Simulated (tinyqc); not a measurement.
Inside a calculation. Model: vertical double-diffused power MOSFET, components of the on-resistance.

Numbers from tinyqc (`OMP_NUM_THREADS=1 python tinyqc.py 2230057 2230058 out.jsonl`; about 0.01 s on one thread of a shared Intel Xeon 2.30GHz). Printed values are rounded.

Stripe cells of pitch Wp + a, two channels a cell. Current flows through the channels, spreads in the accumulation layer, passes the gap between the p bodies and spreads at 45 degrees into the drift layer below them. Low drain voltage, full ionisation.

Parameters, values chosen for the exercise; bulk values close to those of silicon: temperature T = 400 K; relative permittivity eps_r = 12; critical-field constant Kc = 4130 V/cm per (cm^-3)^(1/8); rated breakdown voltage of the drift layer BV = 600 V; drift mobility at 300 K mud = 1250 cm^2/(V s); temperature exponent of the drift mobility bt = 2.1; gate oxide thickness (eps_r 3.9) tox = 46 nm; gate overdrive Vov = 4 V; channel mobility mch = 310 cm^2/(V s); accumulation-layer mobility mac = 480 cm^2/(V s); channel length Lc = 0.9 um; width of the p body in one cell, channels included Wp = 3.2 um; gap between neighbouring p bodies a = 2.2 um; depth of the p body xp = 1.8 um; doping of the gap over the drift doping Nj = 2; built-in voltage of the body junction Vbi = 0.564 V; substrate and contact resistance Rs = 0.5 mohm cm^2.

Constants: q = 1.602176634e-19 C, eps0 = 8.8541878128e-14 F/cm where lengths are in cm. Results are converted to the units shown.

## Drift layer

Triangular field at breakdown with Ec = Kc N^(1/8): BV = eps0 eps_r Ec^2/(2 q N), so N = (eps0 eps_r Kc^2/(2 q BV))^(4/3); W = 2 BV/Ec; mu = mud (T/300 K)^(-bt); rho = 1/(q mu N); ideal resistance rho W.

N = 4.289940e14 cm^-3
Ec = 0.2786163 MV/cm
W = 43.06999 um
mu = 683.1855 cm^2/(V s)
rho = 21.29608 ohm cm
ideal resistance = 91.72220 mohm cm^2

## Components of the on-resistance

Pitch p = Wp + a, Cox = 3.9 eps0/tox; zero-bias depletion in the gap w0 = sqrt(2 eps0 eps_r Vbi/(q N Nj)), open gap g = a - 2 w0; R_ch = Lc p/(2 mch Cox Vov); R_acc = 0.6 a p/(4 mac Cox Vov), 0.6 being an empirical factor for current leaving the layer along its length; R_gap = (rho/Nj) xp p/g; spreading depth t = min(W, (p - g)/2); R_drift = (rho p/2) ln((g + 2 t)/g) + rho (W - t); R_on = the sum with Rs.

w0 = 0.9337352 um
g = 0.3325297 um
components (mohm cm^2): channel 0.2610532, accumulation 0.1236377, gap 31.12473, drift 102.3539, substrate 0.5
R_on = 134.3633 mohm cm^2
shares (%): channel 0.19429, accumulation 0.09202, gap 23.16461, drift 76.17696, substrate 0.37213

The drift term is the largest. R_on is 1.46 times the ideal drift resistance, and spreading raises the drift term to 1.12 times it.
